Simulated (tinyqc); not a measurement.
# MOSFET in the linear regime without short-channel effects, parameter extraction from computed curves: extraction methods against the body factor

Inversion charge Q = Cox n Vt W0(exp((Vg - VT)/(n Vt))), W0 the Lambert function and n = nf; u = Q/Cox; mobility mu = mu0/(1 + th1 u + th2 u^2); channel resistance Rch = (L - dL)/(W mu Q); Id = Vd/(Rch + Rsd/W). Cox = eps0 eox/tox. Small Vd, no channel-length or drain effects.

From the continuous curve Id(Vg): tangent at peak gm (V_ext = Vg - Id/gm); constant current Id = 0.1 uA W/L; peak of d2Id/dVg2; Y = Id/sqrt(gm) drawn through Vg = VT + 0.6 and VT + 0.8 V, with intercept VT_Y and slope s. Mobilities gm,max L/(W Cox Vd) and s^2 L/(W Cox Vd) with the drawn L. Last column: share of Rsd/W in the total resistance at VT + 0.8 V.

Values chosen for this exercise; channel values of the order met in silicon transistors: temperature T = 300 K; relative permittivity of the gate insulator (close to silicon dioxide) eox = 3.9; insulator thickness tox = 1.5 nm; low-field mobility mu0 = 240 cm^2/(V s); first mobility attenuation factor th1 = 0.07 1/V; second mobility attenuation factor th2 = 0.16 1/V^2; threshold voltage VT = 0.55 V; gate width W = 1 um; drawn gate length L = 0.41 um; drawn less effective length dL = 0.007 um; source plus drain resistance Rsd = 170 ohm um; drain voltage Vd = 0.05 V.

Constants: q = 1.602176634e-19 C, kB = 1.380649e-23 J/K, Vt = kB T/q, eps0 = 8.8541878128e-14 F/cm where lengths are in cm. Results are converted to the units shown.

Extraction methods against the body factor:

| nf | V_ext (V) | constant current (V) | second derivative (V) | VT_Y (V) | mobility from gm (cm^2/(V s)) | mobility from Y (cm^2/(V s)) | series share (%) |
|---|---|---|---|---|---|---|---|
| 1 | 0.561 | 0.502 | 0.543 | 0.633 | 189 | 273 | 12.8 |
| 1.1 | 0.560 | 0.494 | 0.543 | 0.633 | 187 | 270 | 12.8 |
| 1.2 | 0.560 | 0.486 | 0.542 | 0.634 | 185 | 267 | 12.7 |
| 1.3 | 0.559 | 0.478 | 0.541 | 0.634 | 182 | 264 | 12.6 |
| 1.4 | 0.558 | 0.470 | 0.540 | 0.634 | 180 | 261 | 12.6 |
| 1.5 | 0.557 | 0.461 | 0.539 | 0.634 | 179 | 258 | 12.5 |
| 1.6 | 0.556 | 0.452 | 0.538 | 0.633 | 177 | 255 | 12.4 |
| 1.7 | 0.555 | 0.443 | 0.537 | 0.633 | 175 | 252 | 12.4 |

The model has VT = 0.55 V and mu0 = 240 cm^2/(V s). Over the table the extracted thresholds move by 5.9 mV (tangent), 59 mV (constant current), 6.0 mV (second derivative), 1.1 mV (Y function). The mobility from gm falls from 189 to 175 and that from Y falls from 273 to 252 cm^2/(V s).

tinyqc, about 0.01 s, one thread, Intel Xeon 2.30GHz (shared host): `OMP_NUM_THREADS=1 python tinyqc.py 2210155 2210156 out.jsonl`
